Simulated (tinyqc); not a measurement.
Mean-field antiferromagnet of the Hubbard model on the simple cubic lattice, step by step. Values are carried at full precision from step to step, so a last printed digit may differ when a step is redone from the rounded ones.

e(k) = -2 t (cx + cy + cz) - 4 t2 (cx cy + cy cz + cz cx), ci = cos ki; one electron a site; Q = (pi, pi, pi). <n_up - n_dn> = m cos(Q.R) gives Delta = U m/2 and bands E = e+ -/+ sqrt(e-^2 + Delta^2), e+- = (e(k) +- e(k + Q))/2 (the constant U/2 is dropped). Means run over the mesh k_i = 2 pi (j + 1/2)/N of the whole zone: mu from mean(f(E-) + f(E+)) = 1; m(out) = mean of Delta (f(E-) - f(E+))/sqrt(e-^2 + Delta^2); free energy per site F = -kT mean[ln(1 + exp(-(E- - mu)/kT)) + ln(1 + exp(-(E+ - mu)/kT))] + mu + U m^2/4.

Constants: kB = 8.617333262e-05 eV/K.

Inputs chosen for the exercise: t = 0.51 eV (nearest hopping); t2 = 0 eV (second hopping); N = 4 (mesh); U = 2.45 eV (on-site repulsion); m0 = 0.4 (starting staggered moment); T = 100 K.

## Folded levels on the mesh

Collect the points with equal |e-| and e+.

Classes of points:
```
|e-| (eV),e+ (eV),points
0.72125,0.00000,48
2.16375,0.00000,16
```

## One mean-field step

From m = m0 form Delta, the two bands of each class and m(out).

Delta = 0.4900 eV

E-, E+ and Delta/sqrt(e-^2 + Delta^2) of each class:
```
|e-| (eV),E- (eV),E+ (eV),Delta/sqrt(e-^2 + Delta^2)
0.7212,-0.8720,0.8720,0.5620
2.1637,-2.2185,2.2185,0.2209
```

m(out) = 0.4767

m(out) is above m0, so the next step starts from a larger moment.

## Self-consistency

Repeat with m = m(out) until |m(out) - m| < 1e-8; F(0) is the free energy at m = 0.

Iterations:
```
step,m,Delta (eV),m(out),F (eV)
1,0.400000,0.49000,0.476685,-1.110598
2,0.476685,0.58394,0.537071,-1.117112
3,0.537071,0.65791,0.578170,-1.120898
4,0.578170,0.70826,0.603261,-1.122574
5,0.603261,0.73899,0.617537,-1.123181
6,0.617537,0.75648,0.625327,-1.123374
7,0.625327,0.76603,0.629482,-1.123431
8,0.629482,0.77112,0.631670,-1.123447
22,0.634057,0.77672,0.634057,-1.123453
23,0.634057,0.77672,0.634057,-1.123453
24,0.634057,0.77672,0.634057,-1.123453
25,0.634057,0.77672,0.634057,-1.123453
26,0.634057,0.77672,0.634057,-1.123453
27,0.634057,0.77672,0.634057,-1.123453
```

m = 0.6341
Delta = 0.7767 eV
lowest E+ minus highest E- on the mesh = 2.1199 eV
F - F(0) = -41.58 meV

Converged in 27 steps. The ordered state lies 41.58 meV a site below the paramagnet and is an insulator on this mesh. A mesh of N = 16 gives m = 0.678 and F - F(0) = -88.9 meV.

## Checks

- Energy gain at U = 400 t against the exchange limit -z t^2/U a site (z neighbours), counted from -U/4 (eV): both -0.00765.

(tinyqc, `OMP_NUM_THREADS=1 python tinyqc.py 1681139 1681140 out.jsonl`, Intel(R) Xeon(R) Processor @ 2.30GHz, 1 thread, shared host, about 0.1 s.)
